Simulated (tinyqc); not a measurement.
Junction parameters from two forward currents.

Question. D(v) = J1 (exp(v/Vt) - 1) + J2 (exp(v/(2 Vt)) - 1). Find J1, J2 and the voltage 2 Vt ln(J2/J1) near which both parts are equal.

Inputs (values chosen for the exercise):
```
symbol  value  unit      meaning
T         300     K  temperature
```

Constants: q = 1.602176634e-19 C, kB = 1.380649e-23 J/K, Vt = kB T/q. Results are converted to the units shown.

junction voltages (V): [0.32, 0.64]
currents (uA/um): [2.9710522e-5, 0.024084238]

Solution. The current is linear in J1 and J2, so two points give two equations.

J1 = 1.70e-13 uA/um
J2 = 6.10e-8 uA/um
crossover = 0.661 V

Numbers from tinyqc (`OMP_NUM_THREADS=1 python tinyqc.py 2182028 2182029 out.jsonl`; about 0.2 s on one thread of a shared Intel Xeon 2.30GHz).
